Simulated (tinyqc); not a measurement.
Gaps across the alloy: virtual-crystal alloy A(1-x)B(x) in sp3s* tight binding.

sp3s* tight binding, nearest neighbours only: anion (a) at 0, cation (c) at a/4 (1,1,1), orbitals s, px, py, pz, s* on each; k in units of 2 pi/a. With phases e_j = exp(i (pi/2) k.n_j) for n = (1,1,1), (1,-1,-1), (-1,1,-1), (-1,-1,1): g0 = (e1+e2+e3+e4)/4, g1 = (e1+e2-e3-e4)/4, g2 = (e1-e2+e3-e4)/4, g3 = (e1-e2-e3+e4)/4. The diagonal holds the levels Esa, Epa, Exa (s*) and Esc, Epc, Exc. Anion-cation block: <sa|sc> = Vss g0; <sa|xc> = Vsapc g1; <xa|sc> = -Vscpa g1; <xa|xc> = Vxx g0; <xa|yc> = <ya|xc> = Vxy g3, <xa|zc> = <za|xc> = Vxy g2, <ya|zc> = <za|yc> = Vxy g1; <s*a|xc> = Vxapc g1; <xa|s*c> = -Vpaxc g1; y and z take g2 and g3 in place of g1; s-s* and s*-s* vanish.

Virtual crystal: a(x) = (1 - x) aA + x aB (Vegard); the six levels are averaged linearly; the seven couplings follow Harrison's rule, V(x) a(x)^2 = (1 - x) V_A aA^2 + x V_B aB^2. No spin-orbit coupling and no disorder. Gaps are measured from the top of the valence band at Gamma; the Delta value is the minimum on (kx,0,0) for kx from 0.5 to 1.

Values chosen for the exercise (A near a published set for Si, B for Ge; such sets place X and L only to about 0.5 eV; shifted at random, so the results belong to these values and not to a real crystal): aA = 5.429 angstrom (lattice constant of A); aB = 5.656 angstrom (of B); pA = (-4.189, 1.71, -4.189, 1.71, 6.662, 6.662, -8.301, 1.713, 4.579, 5.707, 5.707, 5.386, 5.386) eV (order Esa, Epa, Esc, Epc, Exa, Exc, Vss, Vxx, Vxy, Vsapc, Vscpa, Vxapc, Vpaxc); pB = (-5.861, 1.615, -5.861, 1.615, 6.409, 6.409, -6.757, 1.615, 4.902, 5.447, 5.447, 5.201, 5.201) eV (the same for B).

Bowing b from E(x) = (1 - x) E(0) + x E(1) - b x (1 - x), taken at x = 0.5.

Gaps (eV):
```
x      a (angstrom)   Gamma   Delta       L
0.000        5.4290  3.4260  1.1453  2.4837
0.125        5.4574  3.4003  1.1046  2.2581
0.250        5.4858  3.2876  1.0636  2.0354
0.375        5.5141  2.8798  1.0221  1.8157
0.500        5.5425  2.4757  0.9802  1.5991
0.625        5.5709  2.0754  0.9379  1.3860
0.750        5.5992  1.6787  0.8952  1.1764
0.875        5.6276  1.2856  0.8521  0.9705
1.000        5.6560  0.8960  0.8086  0.7685
```

bowing (eV): Gamma -1.259, Delta -0.013, L 0.108

The lowest valley changes from the Delta line to L near x = 0.97 (linear estimate between rows). The bowing is -1.259 (Gamma), -0.013 (Delta) and +0.108 eV (L); a positive value means that the gap sags below the straight line. At Gamma the lowest empty level is s-like at one end and p-like at the other, so that column has a kink and its b is no true bowing. The virtual crystal leaves out the part of the bowing that comes from disorder and bond relaxation, and this model places the Delta and L valleys only roughly, so crossings, or their absence, can differ from those of the real alloy.

(tinyqc, `OMP_NUM_THREADS=1 python tinyqc.py 1482849 1482850 out.jsonl`, Intel(R) Xeon(R) Processor @ 2.30GHz, 1 thread, shared host, about 0.05 s.)
